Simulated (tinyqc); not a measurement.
# Bulk resistivity and mean free path from two films

Problem. In the thick-film limit single-crystal films obey rho = rho0 (1 + 3 (1 - ps) lam/(8 d)). Find rho0, lam and the product rho0 lam.

Values chosen for this exercise:
- ps = 0 (specular share of surface scattering)

rho at d = 92 and 230 nm (uohm cm): [1.9901984, 1.8220793]

Answer. rho is a straight line in 1/d: the intercept is rho0 and the slope (3/8)(1 - ps) rho0 lam. Without ps only the product (1 - ps) lam could be found.

rho0 = 1.71 uohm cm
lam = 40.2 nm
rho0 lam = 68.7 uohm cm nm

Numbers from tinyqc (`OMP_NUM_THREADS=1 python tinyqc.py 2100020 2100021 out.jsonl`; about 0.01 s on one thread of a shared Intel Xeon 2.30GHz).
